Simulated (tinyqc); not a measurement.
Surface photovoltage measurement of the minority-carrier diffusion length in a wafer: one step, computed by the program tinyqc. Command: `OMP_NUM_THREADS=1 python tinyqc.py 3130473 3130474 out.jsonl spv walk`. One thread of a shared host (Intel(R) Xeon(R) Processor @ 2.30GHz), about 0.01 s of CPU time with the checks.

Low injection, steady light, a depletion layer much thinner than 1/alpha and L. The excess density dn is taken at the front edge of the neutral region; light that reaches the back is lost.

Problem. One wavelength. alpha = (84.732/lambda - 76.417)^2 per cm with lambda in micrometre (an empirical fit for silicon between 0.7 and 1.05 micrometre). Thick wafer: dn = Phi L/((S_f + D/L)(L + 1/alpha)). Finite wafer, with s = S_b L/D, w = W/L, a = alpha L: dn = [Phi a/(a^2 - 1)] [a - B - exp(-alpha W)(a - s)/(cosh w + s sinh w)]/(S_f + B D/L), B = (sinh w + s cosh w)/(cosh w + s sinh w). Photovoltage V = (k_B T/e) ln(1 + dn/n_0). Lifetime = L^2/D.

Inputs (values chosen for the exercise, modelled on p-type silicon at room temperature):

| quantity | value | unit |
|---|---|---|
| diffusion length L | 180 | micrometre |
| wafer thickness W | 625 | micrometre |
| diffusivity D | 33.4 | cm^2/s |
| front recombination velocity S_f | 8800 | cm/s |
| back recombination velocity S_b | 340000 | cm/s |
| photon flux entering | 7.5e+11 | 1/(cm^2 s) |
| minority density at the surface barrier scale n_0 | 3.5e+09 | 1/cm^3 |
| temperature T | 298 | K |
| wavelength | 832 | nm |

Constants: k_B = 8.617333262e-05 eV/K.

Give: alpha; penetration depth 1/alpha; dn, thick wafer; B; dn, finite wafer; photovoltage V; lifetime.

Solution.

alpha = 646.4 1/cm

penetration depth 1/alpha = 15.47 micrometre

dn, thick wafer = 6.482e+07 1/cm^3

B = 1.002

dn, finite wafer = 6.478e+07 1/cm^3

photovoltage V = 0.4710 mV

lifetime = 9.701 microsecond
